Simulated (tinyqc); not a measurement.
Threshold of a short bulk MOSFET: charge sharing, barrier lowering, narrow width: one step of the calculation.

n-channel device on a p-type body, depletion approximation, full ionisation. Uniform doping N = Na. Vbi from Boltzmann statistics is rough for the degenerate source. Cox = eps0 eox/tox.

Problem. Short-channel and narrow-width shifts. Charge sharing (trapezoid; it ignores Vds): F = (xj/L)(sqrt(1 + 2 Wd/xj) - 1), lowering = body term times F. Barrier lowering: th = exp(-L/(2 l)) + 2 exp(-L/l), lowering = th [2 (Vbi - 2 pB) + Vds], DIBL = th. Narrow width: rise = body term times xw Wd/W. VT by each model = VT0 - lowering + rise.

Parameters, values chosen for the exercise; band and dielectric values close to those of silicon: junction depth xj = 41 nm; drain-source voltage Vds = 1 V; gate width W = 220 nm; shape factor of the fringing depletion at the width edges xw = 0; channel length L = 230 nm.

2 pB = 0.83690272 V
Wd = 54.083367 nm
body term = 0.26925297 V
VT0 = 0.18615569 V
Vbi = 1.0057850 V
l = 21.691595 nm

Wanted: F; lowering by charge sharing; th; lowering of the barrier; DIBL; narrow-width rise; VT, charge sharing; VT, barrier lowering.

Solution.

F = 0.1618
lowering by charge sharing = 43.55 mV
th = 0.005033
lowering of the barrier = 6.733 mV
DIBL = 5.033 mV/V
narrow-width rise = 0 mV
VT, charge sharing = 0.1426 V
VT, barrier lowering = 0.1794 V

L is 10.6 scale lengths. The charge-sharing lowering is 6.47 times the barrier lowering; the first falls off as 1/L and the second exponentially. Both describe the same loss of gate control, so they are alternatives and are not added.

tinyqc, about 0.01 s, one thread, Intel Xeon 2.30GHz (shared host): `OMP_NUM_THREADS=1 python tinyqc.py 2002073 2002074 out.jsonl`
